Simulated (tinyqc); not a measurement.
What each parameter does: polytypes by hexagonality, and a cubic inclusion as a quantum well.

Gap: E3 + (Es - E3) h/hs for h up to hs, then linear from Es to E2 at h = 1. Valence top Ev2 h and polarisation P2 h, both counted from 3C; Ec = Ev + gap.

A cubic inclusion of width L = N d in the host (h = 0.5) is a well of depth V = Ec(host) - Ec(3C). Square well with mass mismatch: k tan(k L/2) = (m_w/m_b) q, k = sqrt(m_w E/c), q = sqrt(m_b (V - E)/c), c = hbar^2/2m0, lowest root. The depth of the level, V - E, is its binding, and the transition to the valence top of the host is gap(host) - (V - E). The step in polarisation gives a field |F| = |P|/(eps eps0) in a thin inclusion, eps0 = 8.8541878e-12 F/m.

Constants: hbar^2/2m0 = 3.80998211 eV angstrom^2.

Values chosen for the exercise (of the order of those of SiC; not measured data): E3 = 2.412 eV (gap of the cubic polytype); E2 = 3.297 eV (gap of 2H); Ev2 = 0.148 eV (valence top of 2H above that of 3C); P2 = -0.0462 C/m^2 (spontaneous polarisation of 2H); Es = 3.295 eV (gap at the hexagonality hs); hs = 0.5 (hexagonality up to which the first line holds); m = (0.3, 0.35) m0 (electron mass along c in the cubic layer and in the host); d = 2.518 angstrom (thickness of a double layer); eps = 9.8 (dielectric constant); N = 6 (double layers in the cubic inclusion).

Well depth, depth of the level, transition without the field and field.

One parameter was then changed.

Results before and after:

| case | V (eV) | depth (eV) | transition (eV) | \|F\| (MV/cm) |
|---|---|---|---|---|
| base | 0.9570 | 0.7246 | 2.5704 | 2.662 |
| changed | 0.9570 | 0.7671 | 2.5279 | 2.662 |

Which of these changes was made? (a) N = 7; (b) E3 = 2.392 eV; (c) Ev2 = 0.178 eV; (d) m = (0.36, 0.35) m0; (e) P2 = -0.0601 C/m^2; (f) eps = 10.8; (g) E2 = 3.327 eV.

Answer: (a) N = 7. Of the candidates, run in turn, only this one gives the changed row.

All candidates:

| case | V (eV) | depth (eV) | transition (eV) | \|F\| (MV/cm) |
|---|---|---|---|---|
| base | 0.9570 | 0.7246 | 2.5704 | 2.662 |
| N = 7 | 0.9570 | 0.7671 | 2.5279 | 2.662 |
| Ev2 = 0.178 eV | 0.9720 | 0.7383 | 2.5567 | 2.662 |
| E3 = 2.392 eV | 0.9770 | 0.7429 | 2.5521 | 2.662 |
| E2 = 3.327 eV | 0.9570 | 0.7246 | 2.5704 | 2.662 |
| P2 = -0.0601 C/m^2 | 0.9570 | 0.7246 | 2.5704 | 3.463 |
| eps = 10.8 | 0.9570 | 0.7246 | 2.5704 | 2.416 |
| m = (0.36, 0.35) m0 | 0.9570 | 0.7404 | 2.5546 | 2.662 |

Program tinyqc; command `OMP_NUM_THREADS=1 python tinyqc.py 1880358 1880359 out.jsonl`; about 0.04 s on one thread of a shared Intel(R) Xeon(R) Processor @ 2.30GHz.
